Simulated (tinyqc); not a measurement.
# On-chip interconnect, size-dependent resistivity and RC delay: effects of single changes

A rectangular line between two neighbours and two ground planes. Surface and grain-boundary scattering are added to the bulk resistivity as corrections; capacitances are parallel-plate values without fringing; inductance is ignored.

Inputs (values chosen for the exercise); metal values close to those of copper: bulk resistivity rho0 = 1.69 uohm cm; bulk mean free path lam = 40.3 nm; specular share of surface scattering ps = 0; reflection coefficient of grain boundaries Rg = 0.37; grain size over the metal width gr = 1; drawn line width wd = 11 nm; aspect ratio, height over width AR = 1.2; liner on both walls and the bottom, not conducting tl = 1.7 nm; space to the neighbouring lines sp = 11 nm; dielectric height to the planes above and below hd = 13 nm; relative permittivity of the dielectric ek = 2.2; Miller factor of the neighbours Mf = 1; line length Lw = 75 um; driver resistance Rd = 390 ohm; load capacitance Cl = 0.22 fF; bulk resistivity of the second metal (close to ruthenium) rho2 = 7.99 uohm cm; mean free path of the second metal lam2 = 6.49 nm; liner of the second metal tl2 = 0.1 nm.

Constants: eps0 = 8.8541878128e-12 F/m. Results are converted to the units shown.

Each table varies one quantity; the others keep the values above.

## Delay against the space to the neighbouring lines

Metal width x = wd - 2 tl, height y = AR wd - tl; grain boundaries (Mayadas-Shatzkes): al = (lam/(gr x)) Rg/(1 - Rg), g = 1/[1 - 3 al/2 + 3 al^2 - 3 al^3 ln(1 + 1/al)] - 1; surfaces (Fuchs-Sondheimer, thick limit): s = (3/8) lam (1 - ps)(1/x + 1/y); rho = rho0 (1 + g + s); r = rho/(x y); c = eps0 ek (2 wd/hd + 2 Mf AR wd/sp). Elmore delay tE = Rd (c Lw + Cl) + r Lw (c Lw/2 + Cl); t50 is the time at which the far end of a ladder of 30 pi sections (half capacitances at both ends, Cl at the far end, a step applied through Rd) reaches half the step; line share r Lw/(Rd + r Lw); estimate 0.69 Rd (c Lw + Cl) + 0.38 r c Lw^2 + 0.69 r Lw Cl.

The same in every row: rho (uohm cm) = 14.39; r (ohm/um) = 1646; line share of the resistance (%) = 99.69.

Result of one run:
```
sp (nm)  c (fF/um)  tE (ps)  t50 (ps)  estimate (ps)
15         0.06725    340.5     257.8          256.7
```

What becomes of these results when the space to the neighbouring lines sp is changed from 15 to 55 nm, all else the same?

Result of the changed run:
```
sp (nm)  c (fF/um)  tE (ps)  t50 (ps)  estimate (ps)
55         0.04231    224.4     169.7          168.5
```

The whole series:
```
sp (nm)  c (fF/um)  tE (ps)  t50 (ps)  estimate (ps)
5.5         0.1265    616.4     466.8          466.3
7.6         0.1006    496.0     375.6          374.9
11         0.07971    398.6     301.8          300.9
15         0.06725    340.5     257.8          256.7
21         0.05745    294.9     223.2          222.1
28         0.05133    266.4     201.6          200.4
40         0.04582    240.7     182.1          180.9
55         0.04231    224.4     169.7          168.5
```

As sp goes from 5.5 to 55, r stays at 1650 ohm/um, c falls from 0.126 to 0.0423 fF/um and t50 falls from 467 to 170 ps. t50/tE stays at 0.757, and the estimate is within 0.71 % of t50.

## Two metals against line width

Metal width x = wd - 2 tl, height y = AR wd - tl; grain boundaries (Mayadas-Shatzkes): al = (lam/(gr x)) Rg/(1 - Rg), g = 1/[1 - 3 al/2 + 3 al^2 - 3 al^3 ln(1 + 1/al)] - 1; surfaces (Fuchs-Sondheimer, thick limit): s = (3/8) lam (1 - ps)(1/x + 1/y); rho = rho0 (1 + g + s); r = rho/(x y). The second metal has rho2, lam2 and tl2 in place of rho0, lam and tl; ps, Rg, gr and AR are shared.

Two metals against line width:
```
wd (nm)  rho, first (uohm cm)  rho, second (uohm cm)  r, first (ohm/um)  r, second (ohm/um)  ratio second/first
6.5                     31.43                  20.34            1.662e4                4193              0.2523
8                       22.17                  18.00               6101                2430              0.3982
10                      16.22                  15.99               2386                1371              0.5748
13                      11.84                  14.14              887.0               712.9              0.8037
17                      8.942                  12.70              351.6               372.3               1.059
22                      7.045                  11.63              153.3               202.9               1.323
30                      5.472                  10.67              59.98               99.70               1.662
45                      4.135                  9.778              19.01               40.50               2.131
70                      3.233                  9.143              5.898               15.61               2.647
120                     2.581                  8.664              1.555               5.026               3.231
```

The resistivity of the first metal falls from 31.4 to 2.58 uohm cm and that of the second goes from 20.3 to 8.66 uohm cm as the line widens. The products rho0 lam, which set the size effect, are 68.1 and 51.9 uohm cm nm. The two resistances cross at wd = 16.0 nm: below it the second metal gives the lower line resistance. For widths well under the mean free path the thick-limit surface term is only a guide.

Range of the model: The metal width is under the mean free path, where the thick-limit surface term and the simple sum of corrections lose accuracy.

Program tinyqc, `OMP_NUM_THREADS=1 python tinyqc.py 2100054 2100055 out.jsonl`; Intel Xeon 2.30GHz, shared host, one thread, about 0.01 s.
